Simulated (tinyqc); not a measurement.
What moves the results: standing waves and exposure in a photoresist film. A value that a table varies takes the place of the one given here.

Normal incidence from air. Unexposed resist: N1 = n1 + i k1 with k1 = (A + B) lam/(4 pi), lam in micrometres. r01 = (1 - N1)/(1 + N1), t01 = 2/(1 + N1). Below the resist lie the layer Na = na + i ka and the substrate Ns = ns + i ks: r12 = (r1a + ras x)/(1 + r1a ras x), x = exp(4 pi i Na da/lam), r1a = (N1 - Na)/(N1 + Na), ras = (Na - Ns)/(Na + Ns). With p = exp(2 pi i N1 d/lam), the field at depth z is E(z) = t01 [exp(2 pi i N1 z/lam) + r12 p^2 exp(-2 pi i N1 z/lam)]/(1 + r01 r12 p^2), the relative intensity I(z) = n1 |E(z)|^2 and the reflectance R = |(r01 + r12 p^2)/(1 + r01 r12 p^2)|^2.

Parameters, chosen for this exercise (a resist on W, indices near tabulated ones; not measured data): lam = 193 nm (vacuum wavelength); n1 = 1.716 (resist index); A = 0.03 1/micrometre (bleachable absorption (Dill A)); B = 0.79 1/micrometre (fixed absorption (Dill B)); d = 137 nm (resist thickness); ns = 1.292 (substrate n); ks = 2.955 (substrate k); na = 1.839 (n of the bottom antireflection layer); ka = 0.34 (its k); da = 52 nm (its thickness).

## Swing of the coupled dose with resist thickness

The mean of I is taken over 800 depths; the relative dose to clear is taken as 1/(mean of I over the lowest period, 60 depths), scaled to 1 in the first row.

Swing:
```
d (nm)       R  mean I  relative dose
137.0   0.0222  1.1052          1.000
146.4   0.1355  0.9807          1.143
155.7   0.2211  0.8652          1.277
165.1   0.2183  0.8426          1.279
174.5   0.1273  0.9261          1.153
183.9   0.0178  1.0483          1.036
193.2   0.0212  1.0581          1.052
202.6   0.1294  0.9424          1.196
212.0   0.2129  0.8388          1.331
221.4   0.2096  0.8240          1.332
230.7   0.1225  0.9035          1.208
240.1   0.0178  1.0141          1.091
249.5   0.0213  1.0186          1.108
```

The period is 56.2 nm, six rows. The relative dose swings between 1.000 and 1.332, a ratio (max - min)/mean of 0.284, against the estimate 4 sqrt(|r01|^2 |r12|^2) exp(-(A + B) d) = 0.268 for the oscillating part alone; the ratio from the table also holds the slow rise from absorption, 10.8 % over two periods, so the two are not strictly comparable.

## Tuning the antireflection layer

da takes the values listed; the contrast is (Imax - Imin)/(Imax + Imin) over the lowest period of the resist (60 depths).

Results:
```
da (nm)  |r12|^2  contrast
0         0.4950     0.928
10        0.3045     0.831
20        0.1075     0.585
30        0.0425     0.397
40        0.0626     0.476
50        0.0823     0.507
60        0.0578     0.435
75        0.0039     0.122
90        0.0102     0.204
110       0.0215     0.269
140       0.0071     0.151
```

|r12|^2 starts at 0.4950 and is lowest, 0.0039, at 75 nm of those listed, where the contrast is 0.122 against 0.928. The contrast follows 2|r|/(1 + |r|^2), so even |r12|^2 = 0.01 leaves about 0.2. Values below 0.01 occur at 75 and 140 nm.

## What moves the exposure

The mean of I is over 800 depths. Each row changes one parameter from the base and keeps the others.

Results:
```
case                   |r12|^2       R  mean I  I at the bottom
base                    0.0810  0.0222  1.1052           0.7047
d = 147 nm              0.0810  0.1429  0.9715           0.6109
n1 = 1.733              0.0796  0.0371  1.0892           0.7008
B = 0.99 1/micrometre   0.0806  0.0213  1.0835           0.6830
ks = 2.659              0.0748  0.0254  1.0907           0.7263
da = 62 nm              0.0491  0.0835  0.9873           0.9488
ka = 0.442              0.0620  0.0248  1.0648           0.7332
```

The largest shifts from the base row, up to three for each result and ties (the steps differ in size, so this ranks the rows, not the parameters). |r12|^2: da -0.0319, ka -0.0191, ks -0.0063; unchanged at the printed digits by d. R: d +0.1208, da +0.0613, n1 +0.0149. mean I: d -0.1337, da -0.1179, ka -0.0405. I at the bottom: da +0.2440, d -0.0939, ka +0.0285.

Computed by tinyqc, a small Python program: `OMP_NUM_THREADS=1 python tinyqc.py 1680398 1680399 out.jsonl` (the numbers bound the seed that draws the inputs); one thread of a shared host (Intel(R) Xeon(R) Processor @ 2.30GHz), about 0.01 s for the whole set of steps.
